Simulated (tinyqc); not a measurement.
Inside a calculation. Model: mobility of a non-polar semiconductor in the relaxation-time approximation. Computed by tinyqc, a small Python program that keeps every step. Command: `OMP_NUM_THREADS=1 python tinyqc.py 3013407 3013408 out.jsonl rta walk`. One thread of a shared host (Intel(R) Xeon(R) Processor @ 2.30GHz), about 0.01 s of CPU time with the checks. Intermediate numbers are printed to about 5 digits and carried at full precision; extremes and crossings named in words are read from the listed rows.

Each valley is treated as a sphere of mass m_d for states and rates, with one isotropic relaxation time; the conductivity mass m_c sets the current.

Inputs (values chosen for the exercise, for a model non-polar semiconductor):

| quantity | value | unit |
|---|---|---|
| longitudinal mass m_l | 0.91 | m_0 |
| transverse mass m_t | 0.12 | m_0 |
| equivalent valleys Z | 3 | - |
| static permittivity eps_s | 9.96 | - |
| density rho | 4040 | kg/m^3 |
| sound velocity v_l | 10900 | m/s |
| acoustic deformation potential D_A | 7.5 | eV |
| phonon energy hbar w | 37.2 | meV |
| optical or intervalley deformation potential D_o | 7.3 | 1e8 eV/cm |
| final valleys Z_f | 2 | - |
| carrier density n | 5.6e+16 | 1/cm^3 |
| compensation ratio C | 0 | - |
| temperature T | 100 | K |
| alloy fraction x | 0.43 | - |
| alloy potential U | 0.42 | eV |
| lattice constant a | 5.65 | angstrom |

Band: parabolic. Impurity formula: Brooks-Herring. Further scattering: alloy.

Constants: k_B = 8.617333262e-05 eV/K; m_0 = 9.1093837015e-31 kg; e = 1.602176634e-19 C; hbar = 1.054571817e-34 J s; eps_0 = 8.8541878128e-12 F/m; k_B = 1.380649e-23 J/K; hbar = 6.582119569e-16 eV s.

## Masses

m_d = (m_l m_t^2)^(1/3); 1/m_c = (1/m_l + 2/m_t)/3; Hall mass factor A = 3 K_m (K_m + 2)/(2 K_m + 1)^2, K_m = m_l/m_t; N_I = n (1 + C)/(1 - C).

density-of-states mass m_d = 0.23576 m_0

conductivity mass m_c = 0.16887 m_0

Hall mass factor A = 0.83417

ionised impurity density N_I = 5.60e+16 1/cm^3

## Fermi level and screening

Parabolic band: E = hbar^2 k^2/(2 m), speed v = hbar k/m, states per spin, volume and energy g(E) = m k/(2 pi^2 hbar^2). Here m = m_d. Masses are multiplied by m_0 and all formulas are in SI units. The reduced Fermi level eta = E_F/(k_B T) solves n = 2 Z int g f dE with f = 1/(1 + exp(x - eta)) (Z = 1 unless valleys are given); screening length L_s = sqrt(eps_s eps_0 k_B T/(e^2 dn/deta)), dn/deta = 2 Z int g f (1 - f) dE. Integrals over x = E/(k_B T) use 160 Gauss-Legendre points in u = sqrt(x) from 0 to sqrt(max(eta, 0) + 32).

reduced Fermi level eta = -3.3764

screening length L_s = 9.2580 nm

The gas is non-degenerate (eta < -2), and L_s is close to the Debye length.

## Rates at a few energies

Phonon occupation N_q = 1/(exp(hbar w/(k_B T)) - 1). Acoustic deformation potential (elastic, equipartition, absorption and emission together): 1/tau = 2 pi k_B T D_A^2 g(E)/(hbar rho v_l^2). Optical or intervalley deformation potential: 1/tau = (pi Z_f D_o^2/(rho w)) [N_q g(E + hbar w) + (N_q + 1) g(E - hbar w)], with g = 0 below the band edge. Each optical term is multiplied by (1 - f(E'))/(1 - f(E)), E' the final energy, for Pauli blocking. Singly charged impurities, momentum relaxation: 1/tau = N_I e^4 m (1 + 2 alpha E) Phi/(8 pi (eps_s eps_0)^2 hbar^3 k^3), with alpha = 0 for a parabolic band. Brooks-Herring: Phi = ln(1 + b) - b/(1 + b), b = 4 k^2 L_s^2. Alloy disorder: 1/tau = (2 pi/hbar) Omega x (1 - x) U^2 g(E), Omega = a^3/4 (other conventions for Omega rescale U).

Rates (1e12/s) at E = (max(eta, 0) + 0.5, 1, 2, 4) k_B T:

| E (meV) | acoustic | optical | ionised impurity | alloy |
|---|---|---|---|---|
| 4.309 | 0.03953 | 0.025753 | 11.238 | 0.4763 |
| 8.617 | 0.05590 | 0.026843 | 5.646 | 0.6736 |
| 17.235 | 0.07906 | 0.029033 | 2.633 | 0.9526 |
| 34.469 | 0.11180 | 0.033182 | 1.165 | 1.3471 |

## Mobility for each process alone

mu = (m_d/m_c) (2 Z e/(3 n k_B T)) int g v^2 tau f (1 - f) dE. Averages over x are split at the emission threshold x_0 = hbar w/(k_B T): 64 Gauss-Legendre points in sqrt(x) below it and 128 in sqrt(x - x_0) above it, up to x = max(eta, 0) + 32.

acoustic mobility = 1.3947e+05 cm^2/(V s)

optical mobility = 3.1617e+05 cm^2/(V s)

ionised impurity mobility = 5432.8 cm^2/(V s)

alloy mobility = 11575 cm^2/(V s)

## All processes together

Rates are added at each energy before the average. With <y> = int g v^2 y f (1 - f) dE: Hall factor r_H = A (3 n k_B T/(2 Z m_d)) <tau^2/(1 + 2 alpha E)>/<tau>^2 (alpha = 0 for a parabolic band); Hall mobility r_H mu; |S| = (k_B/e) (<x tau>/<tau> - eta); resistivity 1/(n e mu).

drift mobility mu = 2706.9 cm^2/(V s)

Hall factor r_H = 0.92420

Hall mobility = 2501.8 cm^2/(V s)

Seebeck coefficient |S| = 536.88 microvolt/K

resistivity = 0.041174 ohm cm

Taking r_H = 1 in a Hall measurement would give a density 1.08 times the true one. Caution: n is taken as given; at low temperature (in diamond even at 300 K) real dopants can freeze out, which changes n and N_I.

## Matthiessen's rule against the full average

Matthiessen's rule adds 1/mu of the separate processes.

Separate mobilities:

| process | mu (cm^2/(V s)) | share of the sum of 1/mu (%) |
|---|---|---|
| acoustic | 1.3947e+05 | 2.553 |
| optical | 3.1617e+05 | 1.126 |
| ionised impurity | 5.4328e+03 | 65.553 |
| alloy | 1.1575e+04 | 30.767 |

mobility by Matthiessen's rule = 3561.3 cm^2/(V s)

excess of Matthiessen's rule over the full mu = 31.563 %

The rule gives 3561 against the full 2707, 31.6 % too high; it can only overestimate, since each separate average is carried by the energies where that process is weak. The error is large because ionised impurity and alloy scattering both carry weight and depend on energy in different ways.

Checks made by the program: n against 2 Z (m k_B T/2 pi hbar^2)^(3/2) (2/sqrt(pi)) F_1/2(eta) by adaptive quadrature (relative difference below 1e-10); acoustic mobility against its closed form in Fermi integrals (relative difference below 1e-10); the sum rule (2 Z/(3 k_B T)) int g v^2 (1 + 2 alpha E) f (1 - f) dE = n/m_d (relative difference below 1e-10).
